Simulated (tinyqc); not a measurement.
Sp3 tight binding, zinc-blende lattice, step by step. Computed by tinyqc, a small Python program that keeps every step. Command: `OMP_NUM_THREADS=1 python tinyqc.py 29935 29936 out.jsonl` (the two numbers bound the seeds that draw the settings). One thread of a shared host (Intel(R) Xeon(R) Processor @ 2.60GHz), about 0.01 s of CPU time with the checks.

## Bloch Hamiltonian at k

Parameters chosen for this model: zinc-blende lattice, anion at 0, cation at a/4 (1,1,1); V = eta hbar^2 / (m d^2), hbar^2/m = 7.619964 eV angstrom^2:

| parameter | value | unit |
|---|---|---|
| a | 5.560000 | angstrom |
| d | 2.407551 | angstrom |
| Es anion | -16.210000 | eV |
| Ep anion | -7.030000 | eV |
| Es cation | -12.320000 | eV |
| Ep cation | -5.010000 | eV |
| eta ss | -1.400000 |  |
| eta sp | 1.840000 |  |
| eta pp sigma | 3.240000 |  |
| eta pp pi | -0.810000 |  |
| V ss | -1.840476 | eV |
| V sp | 2.418911 | eV |
| V pp sigma | 4.259387 | eV |
| V pp pi | -1.064847 | eV |

k point k (2 pi / a): 0.000000  -0.340000  0.530000

Slater-Koster rules over the four bonds with direction cosines (l, m, n): ss V_ss; s-px l V_sp; px-s -l V_sp; px-px l^2 V_pps + (1 - l^2) V_ppp; px-py l m (V_pps - V_ppp); each times exp(i k.d).

H(k) at k (eV):
```
                     a s                a px                a py                a pz
a s           -16.210000            0.000000            0.000000            0.000000
a px            0.000000           -7.030000            0.000000            0.000000
a py            0.000000            0.000000           -7.030000            0.000000
a pz            0.000000            0.000000            0.000000           -7.030000
c s            -4.264678           -2.103234  0.000000-1.913795i  0.000000+3.556374i
c px            2.103234            1.644947  0.000000-4.519433i  0.000000+2.432048i
c py  0.000000+1.913795i  0.000000-4.519433i            1.644947            2.672785
c pz  0.000000-3.556374i  0.000000+2.432048i            2.672785            1.644947

                     c s                c px                c py                c pz
a s            -4.264678            2.103234  0.000000-1.913795i  0.000000+3.556374i
a px           -2.103234            1.644947  0.000000+4.519433i  0.000000-2.432048i
a py  0.000000+1.913795i  0.000000+4.519433i            1.644947            2.672785
a pz  0.000000-3.556374i  0.000000-2.432048i            2.672785            1.644947
c s           -12.320000            0.000000            0.000000            0.000000
c px            0.000000           -5.010000            0.000000            0.000000
c py            0.000000            0.000000           -5.010000            0.000000
c pz            0.000000            0.000000            0.000000           -5.010000
```

## Levels at k

Diagonalise the Hermitian matrix.

eigenvalues (eV): -20.202753  -13.997561  -12.353631  -11.005626  -5.026171  -1.947995  -0.653294  0.537032

weights |c|^2 of the basis functions:
```
        band 1    band 2    band 3    band 4    band 5    band 6    band 7    band 8
a s   0.657127  0.144778  0.002580  0.007417  0.146824  0.027834  0.007749  0.005692
a px  0.000384  0.082436  0.389631  0.026833  0.142840  0.040658  0.111656  0.205564
a py  0.005572  0.103406  0.124414  0.342169  0.008272  0.006841  0.279048  0.130278
a pz  0.015851  0.154693  0.057194  0.220830  0.176645  0.287054  0.006383  0.081350
c s   0.269065  0.352040  0.013487  0.014829  0.315638  0.019807  0.008165  0.006969
c px  0.005181  0.092796  0.203080  0.030680  0.120570  0.095939  0.176159  0.275595
c py  0.012178  0.027986  0.143599  0.217118  0.003991  0.012148  0.401654  0.181326
c pz  0.034641  0.041866  0.066014  0.140124  0.085220  0.509720  0.009188  0.113226
```

## Bloch Hamiltonian at X

k point X (2 pi / a): 1  0  0

As before.

H(k) at X (eV):
```
                     a s                a px                a py                a pz
a s           -16.210000            0.000000            0.000000            0.000000
a px            0.000000           -7.030000            0.000000            0.000000
a py            0.000000            0.000000           -7.030000            0.000000
a pz            0.000000            0.000000            0.000000           -7.030000
c s             0.000000  0.000000+5.586236i            0.000000            0.000000
c px  0.000000-5.586236i            0.000000            0.000000            0.000000
c py            0.000000            0.000000            0.000000  0.000000-7.098978i
c pz            0.000000            0.000000  0.000000-7.098978i            0.000000

                     c s                c px                c py                c pz
a s             0.000000  0.000000+5.586236i            0.000000            0.000000
a px  0.000000-5.586236i            0.000000            0.000000            0.000000
a py            0.000000            0.000000            0.000000  0.000000+7.098978i
a pz            0.000000            0.000000  0.000000+7.098978i            0.000000
c s           -12.320000            0.000000            0.000000            0.000000
c px            0.000000           -5.010000            0.000000            0.000000
c py            0.000000            0.000000           -5.010000            0.000000
c pz            0.000000            0.000000            0.000000           -5.010000
```

## Levels at X

As before.

eigenvalues (eV): -18.519869  -15.855781  -13.190466  -13.190466  -3.494219  -2.700131  1.150466  1.150466

## Bands along a path

The same steps at evenly spaced points between the labelled ones.

Bands along the path (eV):

| k | band 1 | band 2 | band 3 | band 4 | band 5 | band 6 | band 7 | band 8 |
|---|---|---|---|---|---|---|---|---|
| L | -19.685331 | -15.770616 | -11.090886 | -11.090886 | -6.091802 | -0.949114 | -0.949114 | 0.977748 |
| L-G 0.33 | -20.490492 | -14.252165 | -10.662872 | -10.662872 | -6.008171 | -1.377128 | -1.377128 | 0.180828 |
| L-G 0.67 | -21.497611 | -11.275711 | -9.658819 | -9.658819 | -6.029256 | -2.381181 | -2.381181 | -1.767423 |
| G | -21.879502 | -9.033864 | -9.033864 | -9.033864 | -6.650498 | -3.006136 | -3.006136 | -3.006136 |
| G-X 0.33 | -21.364426 | -10.981120 | -10.454685 | -10.454685 | -5.299736 | -2.924718 | -1.585315 | -1.585315 |
| G-X 0.67 | -19.925858 | -13.904853 | -12.410034 | -12.410034 | -3.970585 | -2.768704 | 0.370034 | 0.370034 |
| X | -18.519869 | -15.855781 | -13.190466 | -13.190466 | -3.494219 | -2.700131 | 1.150466 | 1.150466 |
| X-W 0.33 | -18.519869 | -15.855781 | -13.190466 | -13.190466 | -3.494219 | -2.700131 | 1.150466 | 1.150466 |
| X-W 0.67 | -18.519869 | -15.855781 | -13.190466 | -13.190466 | -3.494219 | -2.700131 | 1.150466 | 1.150466 |
| W | -18.519869 | -15.855781 | -13.190466 | -13.190466 | -3.494219 | -2.700131 | 1.150466 | 1.150466 |

With 4 band(s) filled, the highest filled level on these points lies at G and the lowest empty one at G: a gap of 2.3834 eV, direct.
